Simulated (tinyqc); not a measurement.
Susceptibility above T_c: two-sublattice mean-field magnet: ferrimagnet, compensation points and susceptibility. Computed by tinyqc, a small Python program. Command: `OMP_NUM_THREADS=1 python tinyqc.py 3026585 3026586 out.jsonl ferri walk`. One thread of a shared host (Intel(R) Xeon(R) Processor @ 2.30GHz), about 0.01 s of CPU time with the checks.

A random alloy A(1-x)B(x) with H = -sum over pairs J S_i.S_j. a = <S_A> and b = <S_B> are taken along z, a > 0. Exchange fields: h_A = (1 - x) zJ_AA a + x zJ_AB b, h_B = (1 - x) zJ_AB a + x zJ_BB b; a = S_A B_(S_A)(S_A h_A/(k_B T)) and likewise for b, with the Brillouin function B_S(y) = [(2S + 1)/(2S)] coth[(2S + 1) y/(2S)] - [1/(2S)] coth[y/(2S)].

Inputs (values chosen for the exercise, for a model ferrimagnet):

| quantity | value | unit |
|---|---|---|
| spin S_A | 2.5 | - |
| spin S_B | 1.5 | - |
| g factor g_A | 2 | - |
| g factor g_B | 2 | - |
| fraction x of B sites | 0.14 | - |
| z J_AA | 9.93 | meV |
| z J_BB | 1.2 | meV |
| z J_AB | -4.1 | meV |
| T over T_c | 0.76 | - |

Constants: k_B = 8.617333262e-05 eV/K.

Method. Linearised, T (a, b) = M (a, b) with M_ij = S_i (S_i + 1) c_j zJ_ij/(3 k_B), c_A = 1 - x, c_B = x. T_c is the larger eigenvalue, and its eigenvector gives b/a at onset, (T_c - M_AA)/M_AB. With a field B, T (a, b) = M (a, b) + (mu_B B/(3 k_B)) (g_A S_A (S_A + 1), g_B S_B (S_B + 1)). chi = m/B per site; C = mu_B [(1 - x) g_A^2 S_A (S_A + 1) + x g_B^2 S_B (S_B + 1)]/(3 k_B); the table gives C/chi, which tends to T - theta.

T_c = 292.469 K

M (K):
```
         A        B
A  289.042  -19.428
B  -51.147    2.437
```

Inverse susceptibility:

| T (K) | C/chi (K) | T - C/chi (K) |
|---|---|---|
| 298.3 | 6.6919e+00 | 291.63 |
| 321.7 | 3.3114e+01 | 288.60 |
| 365.6 | 8.1495e+01 | 284.09 |
| 438.7 | 1.5994e+02 | 278.76 |
| 584.9 | 3.1257e+02 | 272.37 |
| 877.4 | 6.1116e+02 | 266.25 |
| 1462.3 | 1.2008e+03 | 261.55 |
| 2924.7 | 2.6666e+03 | 258.12 |

What follows from these numbers?

T - C/chi sinks from 292 K just above T_c to 258 K at 10 T_c, on its way to the asymptotic theta. The curve of 1/chi is a hyperbola that bends down to zero at T_c = 292 K, so a Curie-Weiss line fitted at high T misses T_c.
